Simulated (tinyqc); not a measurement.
Critical temperature from a phonon spectrum: McMillan, Allen-Dynes and the linearised Eliashberg equation. Changing the coupling lambda_1. Computed by tinyqc, a small Python program. Command: `OMP_NUM_THREADS=1 python tinyqc.py 3024117 3024118 out.jsonl eliashberg sweep`. One thread of a shared host (Intel(R) Xeon(R) Processor @ 2.30GHz), about 0.05 s of CPU time with the checks.

alpha^2 F(omega) = sum_i (lambda_i omega_i/2) delta(omega - omega_i), so that lambda = 2 int alpha^2 F/omega d omega = sum_i lambda_i.

Inputs (values chosen for the exercise, for a model metal):
```
quantity                     value  unit
peak energy omega_1           12.5   meV
peak energy omega_2           33.8   meV
coupling lambda_2             0.42     -
peak energy omega_3           55.6   meV
coupling lambda_3            0.384     -
Coulomb pseudopotential mu*    0.1     -
```

Peaks in alpha^2 F: three.

Constants: k_B = 8.617333262e-05 eV/K.

Method:
- omega_log = exp(sum lambda_i ln omega_i / lambda); omega_rms = sqrt(sum lambda_i omega_i^2 / lambda).
- McMillan form: k_B T_c = (omega_log/1.2) exp[-1.04 (1 + lambda)/(lambda - mu* (1 + 0.62 lambda))]. Allen-Dynes multiplies it by f1 f2: f1 = [1 + (lambda/L1)^(3/2)]^(1/3), L1 = 2.46 (1 + 3.8 mu*); f2 = 1 + (omega_rms/omega_log - 1) lambda^2/(lambda^2 + L2^2), L2 = 1.82 (1 + 6.3 mu*) omega_rms/omega_log.
- Linearised Eliashberg equation at omega_n = (2n + 1) pi k_B T, n = 0..N-1: lambda(j) = sum_i lambda_i omega_i^2/(omega_i^2 + (2 pi j k_B T)^2); K_mn = lambda(m - n) + lambda(m + n + 1) - 2 mu*(N) - delta_mn [2m + 1 + lambda(0) + 2 sum_(j=1..m) lambda(j)], with 1/mu*(N) = 1/mu* + ln(omega_rms/omega_N), omega_N = (2N + 1) pi k_B T. T_c is where the largest eigenvalue rho of K is zero.
- N is the smallest integer at or above 8 omega_max/(2 pi k_B T_AD), omega_max the highest peak and T_AD the Allen-Dynes value.

One run for each value:
```
coupling lambda_1  T_c, Eliashberg (K)  omega_log (meV)  T_c, Allen-Dynes (K)  T_c, McMillan form (K)  lambda
0.158                            26.98            35.01                 28.27                   26.62   0.962
0.213                            28.03            33.12                 29.37                   27.46   1.017
0.286                            29.34            31.03                 30.70                   28.43   1.090
0.385                            30.98            28.76                 32.32                   29.54   1.189
0.518                            33.02            26.45                 34.25                   30.76   1.322
0.698                            35.48            24.18                 36.56                   32.02   1.502
0.939                            38.42            22.07                 39.31                   33.27   1.743
1.260                            41.85            20.20                 42.63                   34.44   2.064
```

Over the rows, T_c, Eliashberg (K) rises from 27.0 to 41.8 (exponent d ln y / d ln x 0.13 between the first rows and 0.29 between the last); omega_log (meV) falls from 35.0 to 20.2 (exponent d ln y / d ln x -0.19 between the first rows and -0.30 between the last); T_c, Allen-Dynes (K) rises from 28.3 to 42.6 (exponent d ln y / d ln x 0.13 between the first rows and 0.28 between the last). McMillan/Eliashberg goes from 0.99 to 0.82. More weight on the lowest peak also pulls omega_log down, which takes back part of the gain.

Caution (rows 0.698, 0.939, 1.26): for lambda above about 1.5 the plain McMillan form saturates and falls short.

Extremes, crossings and ranges named in words are read from the listed rows.
